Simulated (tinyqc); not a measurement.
# Short-channel transistor, virtual-source model with series resistance: what changes with what

The current per gate width is the charge at the top of the source barrier (the virtual source) times its velocity times a saturation function; al and be are fitting constants of the model. Units: I in uA/um, Rs in ohm um, so I Rs = 1e-6 I Rs in volts; Q in uC/cm^2, so I = 1e-4 Q vx0 Fsat with vx0 in cm/s.

Inputs (values chosen for the exercise):
```
symbol,value,unit,meaning
T,300,K,temperature
Cinv,3.56,uF/cm^2,inversion capacitance
vx0,8.7e6,cm/s,velocity at the virtual source
mu,550,cm^2/(V s),apparent mobility
L,25,nm,channel length
VT0,0.39,V,threshold at zero drain voltage
dl,0.026,V/V,drain-induced barrier lowering
n0,1.38,,subthreshold factor
nd,0,1/V,growth of n with drain voltage
al,3.5,,threshold shift (in units of Vt) from weak to strong inversion
be,1.8,,sharpness of saturation
Rs,120,ohm um,series resistance of each contact
```

Constants: q = 1.602176634e-19 C, kB = 1.380649e-23 J/K, Vt = kB T/q. Results are converted to the units shown.

Each table varies one quantity; the others keep the values above.

## Effect of the velocity at the virtual source on the on and off currents

Intrinsic voltages Vg' = Vgs - I Rs, Vd' = Vds - 2 I Rs. n = n0 + nd Vd', VT = VT0 - dl Vd', Ff = 1/(1 + exp((Vg' - VT + al Vt/2)/(al Vt))), Q = Cinv n Vt ln(1 + exp((Vg' - VT + al Vt Ff)/(n Vt))), Vdsat = (vx0 L/mu)(1 - Ff) + Vt Ff, Fsat = u/(1 + u^be)^(1/be) with u = Vd'/Vdsat, and I = Q vx0 Fsat per width. I is solved self-consistently. Ion is I at Vgs = Vds = 0.75 V, Ioff at Vgs = 0, Vds = 0.75 V, and Rlin = Vds/I at Vgs = 0.75 V, Vds = 0.05 V.

Result of one run:

| vx0 (cm/s) | Ion (uA/um) | Ioff (nA/um) | log10(Ion/Ioff) | Rlin (ohm um) |
|---|---|---|---|---|
| 1e7 | 935.2 | 46.23 | 4.306 | 278.0 |

What becomes of these results when the velocity at the virtual source vx0 is changed from 1e7 to 5e6 cm/s, all else the same?

Result of the changed run:

| vx0 (cm/s) | Ion (uA/um) | Ioff (nA/um) | log10(Ion/Ioff) | Rlin (ohm um) |
|---|---|---|---|---|
| 5e6 | 553.5 | 23.12 | 4.379 | 280.2 |

The whole series:

| vx0 (cm/s) | Ion (uA/um) | Ioff (nA/um) | log10(Ion/Ioff) | Rlin (ohm um) |
|---|---|---|---|---|
| 5e6 | 553.5 | 23.12 | 4.379 | 280.2 |
| 7.1e6 | 729.8 | 32.82 | 4.347 | 278.8 |
| 1e7 | 935.2 | 46.23 | 4.306 | 278.0 |
| 1.4e7 | 1163 | 64.71 | 4.255 | 277.6 |
| 2e7 | 1419 | 92.43 | 4.186 | 277.4 |
| 2.8e7 | 1654 | 129.4 | 4.107 | 277.3 |
| 4e7 | 1868 | 184.7 | 4.005 | 277.2 |

As vx0 goes from 5e6 to 4e7 cm/s, Ion rises from 553 to 1870 uA/um, Ioff rises from 23.1 to 185 nA/um and Rlin falls from 280 to 277 ohm um. Ion changes by a factor of 3.38 and Ioff by 7.99.

## Effect of the series resistance of each contact on the on and off currents

Same model as above.

Results:

| Rs (ohm um) | Ion (uA/um) | Ioff (nA/um) | log10(Ion/Ioff) | Rlin (ohm um) |
|---|---|---|---|---|
| 0 | 1174.7 | 40.223 | 4.4654 | 58.872 |
| 25 | 1086.9 | 40.222 | 4.4317 | 93.812 |
| 50 | 1011.5 | 40.221 | 4.4005 | 140.19 |
| 150 | 793.32 | 40.216 | 4.2950 | 338.07 |
| 200 | 716.80 | 40.214 | 4.2510 | 437.91 |
| 300 | 601.83 | 40.209 | 4.1751 | 637.80 |
| 400 | 519.51 | 40.205 | 4.1113 | 837.76 |

Estimate the missing row, Rs = 100 ohm um.

Computed row:

| Rs (ohm um) | Ion (uA/um) | Ioff (nA/um) | log10(Ion/Ioff) | Rlin (ohm um) |
|---|---|---|---|---|
| 100 | 888.87 | 40.219 | 4.3444 | 238.50 |

With this row back in the table: As Rs goes from 0 to 400 ohm um, Ion falls from 1170 to 520 uA/um, Ioff stays near 40.2 nA/um and Rlin rises from 58.9 to 838 ohm um. Ion changes by a factor of 0.442 and Ioff by 1.00. The off current drops so little voltage over Rs that it changes by under 1 %.

Numbers from tinyqc (`OMP_NUM_THREADS=1 python tinyqc.py 2380093 2380094 out.jsonl`; about 0.01 s on one thread of a shared Intel Xeon 2.30GHz).
